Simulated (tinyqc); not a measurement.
## Field from the level spacing

Question. In a triangular well E_k = a_k (C F^2/mz1)^(1/3), a_1 = 2.338107, a_2 = 4.087949, C = hbar^2/(2 m0), F in eV/nm (1 MV/cm = 0.1 eV/nm). Find F, E_1, the mean distance 2 E_1/(3 F) of the lowest level and the sheet charge eps0 eps_r F/q behind such a field.

Values chosen for this exercise:
```
symbol,value,unit,meaning
eps_r,9.36,,relative permittivity
mz1,0.199,m0,mass along z of valley set A (1 valley(s))
```

Constants: q = 1.602176634e-19 C, hbar = 1.054571817e-34 J s, m0 = 9.1093837015e-31 kg, eps0 = 8.8541878128e-14 F/cm where lengths are in cm, hbar^2/(2 m0) = 0.0380998212 eV nm^2. Results are converted to the units shown.

spacing of the two lowest levels = 268.02122 meV

Solution. The spacing over a_2 - a_1 is the energy scale (C F^2/mz1)^(1/3), which gives F.

F = 1.37 MV/cm
E_1 = 358 meV
mean distance = 1.74 nm
sheet charge over q = 7.09e12 cm^-2

Computed by the program tinyqc: `OMP_NUM_THREADS=1 python tinyqc.py 2160111 2160112 out.jsonl`, one thread of a shared Intel Xeon 2.30GHz, about 0.5 s for the whole run.
